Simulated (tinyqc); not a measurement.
Carrier density from the ballistic resistance.

Inverse problem. A wide ballistic two-dimensional channel with gv valleys has G/W = (2 q^2/h) gv kF/pi and n = gv kF^2/(2 pi). Find kF, n and the Fermi energy C kF^2/m, C = hbar^2/(2 m0).

Parameters, values chosen for the exercise: mass m = 0.19 m0; valleys gv = 1.

Constants: q = 1.602176634e-19 C, hbar = 1.054571817e-34 J s, h = 6.62607015e-34 J s, m0 = 9.1093837015e-31 kg, hbar^2/(2 m0) = 0.0380998212 eV nm^2. Results are converted to the units shown.

R W = 38.887636 ohm um

Solution. kF = pi h/(2 q^2 gv R W).

kF = 1.043 1/nm
n = 1.730e13 cm^-2
Ef = 0.2180 eV

tinyqc, about 0.04 s, one thread, Intel Xeon 2.30GHz (shared host): `OMP_NUM_THREADS=1 python tinyqc.py 2740007 2740008 out.jsonl`
